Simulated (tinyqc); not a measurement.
Bound state in one dimension: Numerov shooting, finite differences, DVR, step by step. Computed by tinyqc, a small Python program that keeps every step. Settings: points = 96. Command: `OMP_NUM_THREADS=1 python tinyqc.py 25167 25168 out.jsonl` (the two numbers bound the seeds that draw the settings). One thread of a shared host (Intel(R) Xeon(R) Processor @ 2.60GHz), about 0.01 s of CPU time with the checks.

## Numerov steps at E = 0.1

One particle of mass 1 in V = 1.09^2 x^2/2 + 0 x^4 (atomic units), psi = 0 at both ends:
```
parameter                 value
left end              -4.500000
right end              4.500000
intervals                    96
h                      0.093750
state sought (nodes)          0
```

k_i = 2 m (E - V_i); (1 + h^2 k_(i+1)/12) y_(i+1) = 2 (1 - 5 h^2 k_i/12) y_i - (1 + h^2 k_(i-1)/12) y_(i-1), from y_0 = 0, y_1 = 0.001.

Points along the way:
```
i          x         V          k         y
0   -4.50000  12.02951  -23.85902   0.00000
1   -4.40625  11.53350  -22.86701   0.00100
2   -4.31250  11.04794  -21.89588   0.00220
3   -4.21875  10.57281  -20.94563   0.00383
4   -4.12500  10.10813  -20.01626   0.00618
5   -4.03125   9.65389  -19.10779   0.00963
32  -1.50000   1.33661   -2.47322  28.98794
33  -1.40625   1.17476   -2.14951  34.35901
34  -1.31250   1.02334   -1.84669  40.37814
35  -1.21875   0.88237   -1.56475  47.05142
36  -1.12500   0.75184   -1.30369  54.37046
37  -1.03125   0.63176   -1.06352  62.31113
```

## Bisection on the node count

With more sign changes than the state has nodes (the last point included) the energy is too high, else too low; the bracket starts as 0.1 to 12.

Trials:
```
trial          E  sign changes  y at the right end   next
1      6.0500000             6            1.69e-01  lower
2      3.0750000             3           -2.51e+02  lower
3      1.5875000             1           -2.02e+03  lower
4      0.8437500             1           -1.27e+05  lower
5      0.4718750             0            1.43e+05  raise
6      0.6578125             1           -1.06e+05  lower
7      0.5648437             1           -2.70e+04  lower
8      0.5183594             0            4.36e+04  raise
9      0.5416016             0            5.08e+03  raise
10     0.5532227             1           -1.17e+04  lower
11     0.5474121             1           -3.52e+03  lower
12     0.5445068             0            7.28e+02  raise
13     0.5459595             1           -1.41e+03  lower
14     0.5452332             1           -3.44e+02  lower
...          ...           ...                 ...    ...
29     0.5449996             0            1.99e-02  raise
30     0.5449996             0            3.57e-03  raise
31     0.5449996             1           -4.60e-03  lower
```

eigenvalue = 0.5449996 hartree

## The same grid by other methods

Three-point finite differences and the sine-DVR kinetic matrix of Colbert and Miller on the same points.

Lowest levels (hartree):
```
state  finite differences      DVR
0                 0.54467  0.54500
1                 1.63337  1.63500
2                 2.72075  2.72500
```
